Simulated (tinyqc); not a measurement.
# MOS capacitor on a p-type substrate, surface potential from the exact charge relation, step by step

Computed by the program tinyqc: `OMP_NUM_THREADS=1 python tinyqc.py 2060104 2060105 out.jsonl`, one thread of a shared Intel Xeon 2.30GHz, about 0.01 s for the whole run. Printed values are rounded.

Uniform p-type substrate, Boltzmann statistics, full ionisation, classical densities. psi is the surface potential against the body (positive when the bands bend down) and u = psi/Vt. Traps are spread evenly over the gap and neutral at flat band, so their charge is -q Dit psi; the minority quasi-Fermi level is shifted by Vb.

Inputs (values chosen for the exercise); band and dielectric values those of a made-up semiconductor:
- T = 325 K (temperature)
- Eg = 1.07 eV (band gap)
- eps_r = 9.06 (relative permittivity)
- Nc = 3.34e19 cm^-3 (conduction-band density of states at T)
- Nv = 3.56e19 cm^-3 (valence-band density of states at T)
- chi = 3.07 eV (electron affinity)
- N = 2.5e15 cm^-3 (acceptor density of the substrate)
- eox = 3.9 (relative permittivity of the gate insulator (close to silicon dioxide))
- tox = 5 nm (insulator thickness)
- phiM = 3.75 eV (gate work function)
- Nf = 1.1e11 cm^-2 (fixed charge at the interface, in units of q)
- Dit = 0 cm^-2 eV^-1 (density of interface traps)
- Vb = 1.6 V (reverse bias of the inversion layer against the body)
- Vg = 2.72 V (gate voltage against the body)

Constants: q = 1.602176634e-19 C, kB = 1.380649e-23 J/K, Vt = kB T/q, eps0 = 8.8541878128e-14 F/cm where lengths are in cm. Results are converted to the units shown.

Range of the model: At this gate voltage the surface density exceeds 0.3 of the band density of states, so degeneracy and confinement would lower the charge and capacitance.

## Flat band, threshold and scales

ni = sqrt(Nc Nv) exp(-Eg/(2 Vt)), Eg in volts; phiF = Vt ln(N/ni); Cox = eps0 eox/tox; Vfb = phiM - chi - (Eg - Vt ln(Nv/N)) - q Nf/Cox; Q0 = sqrt(2 eps0 eps_r q N Vt); r = (ni/N)^2 exp(-Vb/Vt); VT = Vfb + [(2 phiF + Vb)(1 + q Dit/Cox) + sqrt(2 eps0 eps_r q N (2 phiF + Vb))/Cox].

ni = 1.74320e11 cm^-3
phiF = 0.268046 V
Cox = 0.690627 uF/cm^2
Vfb = -0.147672 V
Q0 = 4.24235 nC/cm^2
r = 7.50931e-34
VT = 2.04207 V

## Starting value

psi = Vg - Vfb, limited to the range from -4 Vt to +(2 phiF + Vb + 4 Vt).

psi at the start = 2.24812 V

## Iteration 1: Newton step for the surface potential

u = psi/Vt; F^2 = exp(-u) + u - 1 + r (exp(u) - u - 1); Qs = -sign(u) Q0 F; Cs = -dQs/dpsi = (Q0/Vt) |1 - exp(-u) + r (exp(u) - 1)|/(2 F). f = Vfb + psi + (q Dit psi - Qs)/Cox - Vg, f' = 1 + (Cs + q Dit)/Cox, psi(new) = psi - f/f'.

u = 80.2717
F = 11.5702
Qs = -49.0849 nC/cm^2
Cs = 0.363948 uF/cm^2
f = -0.548481 V
f' = 1.52698
psi after iteration 1 = 2.60731 V

## Iteration 2: Newton step for the surface potential

As before.

u = 93.0972
F = 4503.95
Qs = -19107.3 nC/cm^2
Cs = 341.124 uF/cm^2
f = 27.4063 V
f' = 494.934
psi after iteration 2 = 2.55194 V

This iterate lies far beyond the solution, so its charge is not a physical one.

## Iteration 3: Newton step for the surface potential

As before.

u = 91.1200
F = 1675.94
Qs = -7109.94 nC/cm^2
Cs = 126.930 uF/cm^2
f = 9.97918 V
f' = 184.790
psi after iteration 3 = 2.49793 V

## Course of the Newton iteration

Stop when the step is below 1e-10 V, or after 60 iterations.

Course of the iteration:
```
iteration  psi before the step (V)     f (V)   step (V)
1                          2.24812    -0.548      0.359
2                          2.60731      27.4    -0.0554
3                          2.55194      9.98    -0.0540
4                          2.49793      3.56    -0.0500
5                          2.44790      1.19    -0.0400
6                          2.40786     0.328    -0.0219
7                          2.38597    0.0531   -5.08e-3
8                          2.38088   2.14e-3   -2.22e-4
9                          2.38066   3.84e-6   -4.01e-7
10                         2.38066  1.25e-11  -1.30e-12
```

Converged in 10 iterations.

## Charges, field and capacitances at the solution

converged psi = 2.38066 V

u = psi/Vt; F^2 = exp(-u) + u - 1 + r (exp(u) - u - 1); Qs = -sign(u) Q0 F; Cs = -dQs/dpsi = (Q0/Vt) |1 - exp(-u) + r (exp(u) - 1)|/(2 F). Low frequency: 1/C_LF = 1/Cox + 1/(Cs + q Dit). High frequency, in the simple estimate in which traps and minority carriers do not follow: 1/C_HF = 1/Cox + 1/Cd, Cd being Cs with r = 0 at the same psi. Minority sheet density N_inv = (Q0/(2 q)) int_0^u r (exp(t) - 1)/F(t) dt for u > 0. Oxide field |Qs - q Dit psi + q Nf|/(eps0 eox).

Qs = -336.344 nC/cm^2
N_inv = 1.86127e12 cm^-2
oxide field = 0.922987 MV/cm
Cs = 5.92548 uF/cm^2
C_LF/Cox = 0.895614
C_HF/Cox = 0.0118239

The surface is in strong inversion (borders at |psi| = 0, phiF + Vb and 2 phiF + Vb = 2.14 V). Minority carriers make up 88.7 % of Qs.
